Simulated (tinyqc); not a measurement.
Hubbard chain of 5 sites, step by step. Computed by tinyqc, a small Python program that keeps every step. Settings: hopping = 1.96, U = 0.5, mixing = 1, iteration cap = 77. Command: `OMP_NUM_THREADS=1 python tinyqc.py 28785 28786 out.jsonl` (the two numbers bound the seeds that draw the settings). One thread of a shared host (Intel(R) Xeon(R) Processor @ 2.60GHz), about 0.2 s of CPU time with the checks. Later iterations appear only in the table of the cycle.

## Mean-field iteration 1

one-body matrix (hopping and site energies) (eV), lower triangle:
```
,1,2,3,4,5
1,0.00000
2,-1.96000,0.00000
3,0.00000,-1.96000,0.00000
4,0.00000,0.00000,-1.96000,0.00000
5,0.00000,0.00000,0.00000,-1.96000,0.00000
```

U = 0.50000 eV

electrons, up and down: 3  1

mixing = 1

n(up) at the start (a guess, not normalised): 1 0.60000, 2 0.60000, 3 0.60000, 4 0.60000, 5 0.60000

n(down) at the start (a guess): 1 0.20000, 2 0.20000, 3 0.20000, 4 0.20000, 5 0.20000

H(up) = T + U n(down), H(down) = T + U n(up); fill the lowest levels; n(new) = n + mixing (n(out) - n); E = tr T (rho up + rho down) + U sum n_up n_down of the output.

levels, up (eV): -3.29482  -1.86000  0.10000  2.06000  3.49482

levels, down (eV): -3.09482  -1.66000  0.30000  2.26000  3.69482

energy = -8.45797 eV

n(up) after iteration 1: 1 0.66667, 2 0.50000, 3 0.66667, 4 0.50000, 5 0.66667

n(down) after iteration 1: 1 0.08333, 2 0.25000, 3 0.33333, 4 0.25000, 5 0.08333

## Mean-field iteration 2

As before.

levels, up (eV): -3.27034  -1.87711  0.08335  2.04378  3.52032

levels, down (eV): -3.10341  -1.66878  0.33333  2.25211  3.68674

energy = -8.45919 eV

n(up) after iteration 2: 1 0.67597, 2 0.49476, 3 0.65854, 4 0.49476, 5 0.67597

n(down) after iteration 2: 1 0.08231, 2 0.25307, 3 0.32924, 4 0.25307, 5 0.08231

## Mean-field iteration 3

As before.

levels, up (eV): -3.27033  -1.87662  0.08232  2.04431  3.52031

levels, down (eV): -3.10531  -1.66784  0.33508  2.25321  3.68486

energy = -8.45919 eV

n(up) after iteration 3: 1 0.67609, 2 0.49452, 3 0.65879, 4 0.49452, 5 0.67609

n(down) after iteration 3: 1 0.08201, 2 0.25312, 3 0.32973, 4 0.25312, 5 0.08201

## Convergence

Each step fills the lowest levels of T + U n(other spin) and sets n(new) = n + mixing (n(out) - n); stop when output and input agree to 1e-8.

Course of the cycle:
```
iteration,E (eV),largest |n(out) - n(in)|,mean |n_up - n_down|
1,-8.4579725,1.33e-01,0.40000
2,-8.4591851,9.31e-03,0.40000
3,-8.4591883,4.85e-04,0.40000
4,-8.4591883,2.96e-05,0.40000
5,-8.4591883,1.77e-06,0.40000
6,-8.4591883,1.09e-07,0.40000
7,-8.4591883,6.55e-09,0.40000
```

local moments n_up - n_down: 1 0.59410, 2 0.24138, 3 0.32905, 4 0.24138, 5 0.59410

Converged in 7 iterations. Before convergence this energy mixes input and output and is not variational, so it may rise towards its limit.

## Exact diagonalisation (50 states)

Lowest levels of the sector, and the double occupancy of the lowest state.

lowest levels (eV): -8.46519  -7.03519  -6.50425  -5.12266  -5.11344  -4.85482

double occupancy per site = 0.11087

The mean-field solution above lies 0.0060 eV above the exact energy.

## The lowest level by Lanczos steps

From a random start vector (not printed): a_j = <q_j|H|q_j>, b_j = norm of the remainder after orthogonalising; the Ritz value is the lowest eigenvalue of the tridiagonal matrix of a and b so far.

Lanczos:
```
j,a_j (eV),b_j (eV),lowest Ritz value (eV)
1,-2.63009,4.88481,-2.6300870
2,-0.67114,4.40609,-6.6326525
3,-1.61407,3.50742,-8.0676202
4,0.55692,3.86323,-8.3973634
5,4.41559,4.10241,-8.4524140
6,1.06186,3.09145,-8.4627285
7,-0.26515,3.17425,-8.4644761
8,-0.31293,4.52962,-8.4648499
9,-0.01664,4.06408,-8.4650615
10,0.99070,3.08719,-8.4651629
```
